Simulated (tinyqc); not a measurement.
Sp3 tight binding, zinc-blende lattice, step by step. One step of it, computed by the program tinyqc.

Question. Levels at L. Diagonalise the Hermitian matrix.

H(k) at L (eV), lower triangle (Hermitian):
```
,a s,a px,a py,a pz,c s,c px,c py,c pz
a s,-16.900000
a px,0.000000,-8.920000
a py,0.000000,0.000000,-8.920000
a pz,0.000000,0.000000,0.000000,-8.920000
c s,-3.852674-3.852674i,2.923422+2.923422i,2.923422+2.923422i,2.923422+2.923422i,-10.480000
c px,-2.923422-2.923422i,1.486031+1.486031i,-3.715079-3.715079i,-3.715079-3.715079i,0.000000,-5.580000
c py,-2.923422-2.923422i,-3.715079-3.715079i,1.486031+1.486031i,-3.715079-3.715079i,0.000000,0.000000,-5.580000
c pz,-2.923422-2.923422i,-3.715079-3.715079i,-3.715079-3.715079i,1.486031+1.486031i,0.000000,0.000000,0.000000,-5.580000
```

Give: eigenvalues.

Answer.

eigenvalues (eV): -22.4417  -19.5913  -14.7927  -14.7927  -3.4232  0.2927  0.2927  3.5763
